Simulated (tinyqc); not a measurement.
Single-electron transistor, orthodox theory and master equation: one step of the calculation.

A metal island with n extra electrons joins the left lead (voltage V) and the right lead (0 V) by tunnel junctions and couples to a gate. Cs = CL + CR + Cg. Adding electron n + 1 costs mu(n) = [q (n + 1/2) - CL V - Cg Vg]/Cs (in volts); the Fermi levels are -V (left) and 0 (right). A jump that gains the energy W has the rate G(W) = (W/q)/(R [1 - exp(-W/Vt)]), W in volts, Vt = kB T/q. Sequential tunnelling only; I > 0 flows from left to right.

Task. Charging energy and addition levels. q/Cs, the gate period q/Cg, and mu(n) for the transitions kept.

Values chosen for this exercise:
- CL = 140 aF (capacitance of the left junction)
- CR = 170 aF (capacitance of the right junction)
- Cg = 32 aF (gate capacitance)
- T = 0.38 K (temperature)
- V = 0.32 mV (bias of the left lead)
- Vg = 4 mV (gate voltage)
- n0 = -1 (lowest charge state kept)
- n1 = 2 (highest charge state kept)

Constants: q = 1.602176634e-19 C, kB = 1.380649e-23 J/K, Vt = kB T/q. Results are converted to the units shown.

Give: q/Cs; q/Cg; kB T/(q^2/Cs); mu(n).

Result.

q/Cs = 0.46847 mV
q/Cg = 5.0068 mV
kB T/(q^2/Cs) = 0.069899
mu(n), n to n + 1, n -1 to 1 (mV): [-0.73950, -0.27103, 0.19745]

Range of the model: Cotunnelling, which dominates deep in the blockade, is left out. A junction resistance within a factor of four of h/q^2 = 25.8 kohm strains the orthodox theory.

tinyqc, about 0.01 s, one thread, Intel Xeon 2.30GHz (shared host): `OMP_NUM_THREADS=1 python tinyqc.py 2780123 2780124 out.jsonl`
